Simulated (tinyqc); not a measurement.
# n-type polysilicon, carrier trapping at grain boundaries: effect of the temperature

One-dimensional grains of size Lg, uniform ionised doping N, monovalent traps Qt at each boundary at a depth Et below (for electrons) or above (for holes) the band edge there, abrupt depletion of width W on each side of a boundary, Boltzmann statistics. xi is the distance from the band edge at the grain centre to the Fermi level. Trapped charge Qt/(1 + exp((xi + VB - Et)/Vt)) = 2 N W, barrier VB = q N W^2/(2 eps0 eps_r).

NB is given at 350 K and scales as (T/350 K)^1.5. If the trap equation with xi = Vt ln(NB/N) has a root W < Lg/2, the grain is partly depleted; otherwise W = Lg/2 and the trap equation gives xi = Et - VB + Vt ln(Qt/(N Lg) - 1). N* = Qt/Lg. n0 = NB exp(-xi/Vt); mean density n0 (1 - 2 W/Lg) by charge balance in a partly depleted grain, and n0 (sqrt(pi)/2) erf(u)/u with u = sqrt(VB/Vt) in a fully depleted one; v = sqrt(kB T/(2 pi ms m0)); barrier resistivity Vt exp(VB/Vt)/(q fe n0 v Lg); grain resistivity (1 - 2 W/Lg)/(q n0 mug); effective mobility 1/(q mean density total resistivity). Rows with xi above 0.45 V, towards mid-gap, are left out, since the other carrier type is ignored.

Inputs (values chosen for the exercise); values of the order met in polycrystalline silicon:
- eps_r = 11.7 (relative permittivity)
- NB = 3.53e19 cm^-3 (conduction-band density of states at the reference temperature)
- Lg = 270 nm (grain size)
- Qt = 7.3e11 cm^-2 (trap density of a grain boundary)
- Et = 0.37 eV (depth of the trap level from the majority band edge at the boundary)
- ms = 0.45 m0 (mass for thermionic emission)
- fe = 0.5 (correction factor of the emission rate)
- mug = 89 cm^2/(V s) (mobility inside the grains)
- N = 9.7e16 cm^-3 (doping)

Constants: q = 1.602176634e-19 C, kB = 1.380649e-23 J/K, m0 = 9.1093837015e-31 kg, Vt = kB T/q, eps0 = 8.8541878128e-14 F/cm where lengths are in cm. Results are converted to the units shown.

The same in every row: N/N* = 3.5877.

Effect of the temperature:
```
T (K)	depleted share 2 W/Lg	VB (V)	xi (V)	mean density (cm^-3)	resistivity (ohm cm)	effective mobility (cm^2/(V s))
200	0.27872	0.10620	0.087164	6.9964e16	12.424	7.1808
240	0.27857	0.10608	0.11025	6.9979e16	5.1635	17.273
280	0.27749	0.10526	0.13421	7.0083e16	2.8516	31.231
320	0.27346	0.10223	0.15890	7.0475e16	1.8181	48.713
360	0.26432	0.095508	0.18425	7.1361e16	1.2633	69.234
400	0.24991	0.085380	0.21017	7.2759e16	0.96470	88.923
440	0.23141	0.073210	0.23660	7.4553e16	0.81226	103.07
```

As T goes from 200 to 440, VB falls from 0.106 to 0.0732 V, the resistivity falls from 12.4 to 0.812 ohm cm and the effective mobility rises from 7.18 to 103 cm^2/(V s). The activation energy kB ln(rho1/rho2)/(1/T1 - 1/T2) is 0.0908 eV between the first two rows and 0.0652 eV between the last two; mug is held fixed. For T = 440 the effective mobility exceeds mug, since drift through the depleted part of the grain is left out.

Computed by the program tinyqc: `OMP_NUM_THREADS=1 python tinyqc.py 2830015 2830016 out.jsonl`, one thread of a shared Intel Xeon 2.30GHz, about 0.01 s for the whole run.
